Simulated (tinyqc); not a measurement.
Strain, valley repopulation and piezoresistance in a many-valley conduction band: one step, computed by the program tinyqc.

Valleys are ellipsoids with mass m_l along the axis a and m_t across it, parabolic, with one constant relaxation time; strain shifts the valleys and leaves the masses alone. Currents are taken along [100], in the plane, and along [001], across the plane.

Question. Mobility tensor and resistance change. Mobility tensor mu = e tau sum_v (n_v/n) [1/m_t + (1/m_l - 1/m_t) a a^T]; unstrained mu_0 = e tau (1/m_l + 2/m_t)/3; resistivity along d from the inverse tensor, rho_d = d.mu^-1.d/(n e), mobility along d = 1/(d.mu^-1.d); gauge pi_d = (rho_d/rho_0 - 1)/X.

Inputs (values chosen for the exercise, modelled on silicon):
```
quantity               value  unit
longitudinal mass m_l  0.895   m_0
transverse mass m_t    0.185   m_0
relaxation time tau       45    fs
temperature T            300     K
```

Valley axes: <100> (6 valleys in 3 pairs). Load: biaxial in the (001) plane.

share of the electrons (per pair): x 0.4903752, y 0.4903752, z 0.0192496

Constants: e = 1.602176634e-19 C; m_0 = 9.1093837015e-31 kg.

Give: mobility tensor; unstrained mobility mu_0; mobility along the first direction; mobility along the second direction; resistance change along the first direction; resistance change along the second direction.

Answer.

mobility tensor (cm^2/(V s)):
```
       x      y      z
x  261.4    0.0    0.0
y    0.0  261.4    0.0
z    0.0    0.0  421.3
```

unstrained mobility mu_0 = 314.7 cm^2/(V s)

mobility along the first direction = 261.4 cm^2/(V s)

mobility along the second direction = 421.3 cm^2/(V s)

resistance change along the first direction = 20.39 %

resistance change along the second direction = -25.30 %

The mobility lies between e tau/m_l = 88.4 and e tau/m_t = 428; the trace stays at 3 mu_0. Along the first direction the filled valleys present more of their heavy mass.
